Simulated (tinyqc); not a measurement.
Worked calculation: Hubbard ring of 4 sites. One step of it, computed by the program tinyqc.

Problem. Mean-field iteration 2. H(up) = T + U n(down), H(down) = T + U n(up); fill the lowest levels; n(new) = n + mixing (n(out) - n); E = tr T (rho up + rho down) + U sum n_up n_down of the output.

one-body matrix (hopping and site energies) (eV), order 1, 2, 3, 4:
$$\begin{pmatrix}
0.000000 & -1.870000 & 0.000000 & -1.870000 \\
-1.870000 & 0.000000 & -1.870000 & 0.000000 \\
0.000000 & -1.870000 & 0.000000 & -1.870000 \\
-1.870000 & 0.000000 & -1.870000 & 0.000000
\end{pmatrix}$$

U = 4.300000 eV

electrons, up and down: [2, 2]

mixing = 1

n(up) after iteration 1: 1 0.831517, 2 0.168483, 3 0.831517, 4 0.168483

n(down) after iteration 1: 1 0.168483, 2 0.831517, 3 0.168483, 4 0.831517

Give: levels, up; levels, down; energy; n(up) after iteration 2; n(down) after iteration 2.

Solution.

levels, up (eV): [-1.8525, 0.7245, 3.5755, 6.1525]

levels, down (eV): [-1.8525, 0.7245, 3.5755, 6.1525]

energy = -4.6666 eV

n(up) after iteration 2: 1 0.8390, 2 0.1610, 3 0.8390, 4 0.1610

n(down) after iteration 2: 1 0.1610, 2 0.8390, 3 0.1610, 4 0.8390
